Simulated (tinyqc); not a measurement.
Comparisons within one model: Weaire-Thorpe hybrids on a Bethe lattice: gap and dangling bond of an amorphous tetrahedral solid. A value that a table varies takes the place of the one given here.

Four sp3 hybrids an atom at energy 0, coupled by -V1 on the atom and by -V2 along a bond; the bonds form a tree (no rings). For any network the gap runs at least from -V2 + V1 to V2 - 3 V1, and p-like states pile up at -V2 + V1 and V2 + V1. On the tree the gap is wider: it ends at Ec = -V1 + sqrt(V2^2 + 4 V1^2 - 2 sqrt3 V1 V2), which makes it well wider than the gaps of the real glasses. A branch seen from a hybrid has the self-energy S = V2^2 g, where g is the Green function of the hybrid across the bond, whose three partners carry S themselves. With a = z - V1, b = a - S: g = 1/(a + V1 b/(b + 3 V1)), z = E + i eta. A full atom has G = (1/b)(b + 3 V1)/(b + 4 V1) per hybrid; a dangling hybrid with shift dh has G = 1/(1/g - dh).

Inputs chosen for the exercise (of the size of tabulated hybrid energies for amorphous germanium; the results hold for these values, not for the real material): V1 = 1.84 eV (coupling of two hybrids on one atom); V2 = 4.13 eV (coupling of the two hybrids of a bond); eta = 0.03 eV (broadening); dh = -1.58 eV (shift of the dangling hybrid (rehybridisation)); VH = 4.66 eV (coupling to a hydrogen atom); eH = -2.52 eV (hydrogen level); E1s = -3.5 eV (first energy); dE = 0.41 eV (step).

## Bulk, dangling and hydrogenated hybrids across the gap

edges (eV): Ev -2.29000, Ec(bound) -1.39000, Ec(tree) 0.22758

Thirteen energies E1s + j dE. With hydrogen the hybrid gains the self-energy VH^2/(z - eH) and dh = 0.

Density per hybrid (1/eV):

| E (eV) | bulk | dangling | with hydrogen |
|---|---|---|---|
| -3.50 | 0.0022 | 0.0014 | 0.0013 |
| -3.09 | 0.0041 | 0.0015 | 0.0007 |
| -2.68 | 0.0159 | 0.0020 | 0.0005 |
| -2.27 | 1.8367 | 0.0030 | 0.0004 |
| -1.86 | 0.0131 | 0.0056 | 0.0004 |
| -1.45 | 0.0037 | 0.0153 | 0.0004 |
| -1.04 | 0.0018 | 0.1330 | 0.0004 |
| -0.63 | 0.0013 | 0.1322 | 0.0005 |
| -0.22 | 0.0012 | 0.0157 | 0.0006 |
| 0.19 | 0.0029 | 0.0099 | 0.0014 |
| 0.60 | 0.0226 | 0.0423 | 0.0102 |
| 1.01 | 0.0296 | 0.0468 | 0.0182 |
| 1.42 | 0.0339 | 0.0465 | 0.0274 |

Between Ev = -2.29 and Ec = 0.23 eV the bulk density is a broadening tail (least 0.0012). The dangling hybrid reaches 0.133 at -1.04 eV among these rows; its level lies at -0.835 eV, and the peak there, of width eta, is far higher unless a row falls on it. With hydrogen the largest value on the rows inside the gap, more than 0.05 eV from an edge, is 0.0006, and 1/g = VH^2/(E - eH) has no root in the gap: the state has gone into a bonding level below and an antibonding one above.

## Level against rehybridisation

Root of 1/g(E) = dh for eta = 0 in the gap of the tree, between Ev = -V2 + V1 and Ec; a dash: none. A flatter atom makes the hybrid more p-like (dh > 0, up to V1), a more pyramidal one more s-like (dh < 0).

Level:

| dh (eV) | E (eV) | above Ev (eV) | weight |
|---|---|---|---|
| -3.0 | -1.6787 | 0.6113 | 0.575 |
| -2.5 | -1.3859 | 0.9041 | 0.594 |
| -2.0 | -1.0868 | 1.2032 | 0.601 |
| -1.5 | -0.7879 | 1.5021 | 0.592 |
| -1.0 | -0.4982 | 1.7918 | 0.563 |
| -0.5 | -0.2296 | 2.0604 | 0.505 |
| 0.0 | 0.0000 | 2.2900 | 0.405 |
| 0.5 | 0.1645 | 2.4545 | 0.241 |
| 1.0 | - | - | - |

A level exists for 8 of the 9 rows, from dh = -3 (0.611 eV above Ev) to 0.5 (2.454 eV); the gap of the tree is 2.518 eV. Its slope dE/d(dh) is the weight, largest at dh = -2 (0.60). A level that rises as the atom flattens is why an emptied dangling bond relaxes flat and a doubly filled one pyramidal.

## Stretching the bonds

V2 is scaled as (d0/d)^2 and V1 stays. Bound 2 V2 - 4 V1; tree V2 - 2 V1 + sqrt(V2^2 + 4 V1^2 - 2 sqrt3 V1 V2); a negative bound means that a network with rings may have no gap.

Against d/d0:

| d/d0 | V2 (eV) | V2/V1 | bound (eV) | tree (eV) |
|---|---|---|---|---|
| 0.96 | 4.481 | 2.436 | 1.603 | 3.051 |
| 0.98 | 4.300 | 2.337 | 1.241 | 2.771 |
| 1.00 | 4.130 | 2.245 | 0.900 | 2.518 |
| 1.02 | 3.970 | 2.157 | 0.579 | 2.289 |
| 1.04 | 3.818 | 2.075 | 0.277 | 2.084 |
| 1.07 | 3.607 | 1.960 | -0.145 | 1.815 |
| 1.10 | 3.413 | 1.855 | -0.534 | 1.587 |
| 1.15 | 3.123 | 1.697 | -1.114 | 1.284 |

The bound falls by 165 meV for each per cent of stretch near d0 and vanishes at d/d0 = 1.059, inside the table. Weak, stretched bonds therefore put states closest to the edges, one origin of band tails.

## What each parameter does

Ev = -V2 + V1, conduction edge of the tree -V1 + sqrt(V2^2 + 4 V1^2 - 2 sqrt3 V1 V2), and the level that solves 1/g(E) = dh for eta = 0. Each row changes one parameter from the base and keeps the others.

Results:

| case | Ev (eV) | Ec (eV) | level (eV) | weight |
|---|---|---|---|---|
| base | -2.2900 | 0.2276 | -0.8354 | 0.595 |
| V1 = 1.76 eV | -2.3700 | 0.3058 | -0.8879 | 0.616 |
| V2 = 4.28 eV | -2.4400 | 0.3002 | -0.8746 | 0.611 |
| dh = -1.68 eV | -2.2900 | 0.2276 | -0.8950 | 0.597 |

The largest shifts from the base row, up to three for each result and ties (the steps differ in size, so this ranks the rows, not the parameters). Ev (eV): V2 -0.1500, V1 -0.0800; unchanged at the printed digits by dh. Ec (eV): V1 +0.0782, V2 +0.0726; unchanged at the printed digits by dh. level (eV): dh -0.0596, V1 -0.0526, V2 -0.0393. weight: V1 +0.022, V2 +0.016, dh +0.003.

Program tinyqc; command `OMP_NUM_THREADS=1 python tinyqc.py 1480555 1480556 out.jsonl`; about 0.02 s on one thread of a shared Intel(R) Xeon(R) Processor @ 2.30GHz.
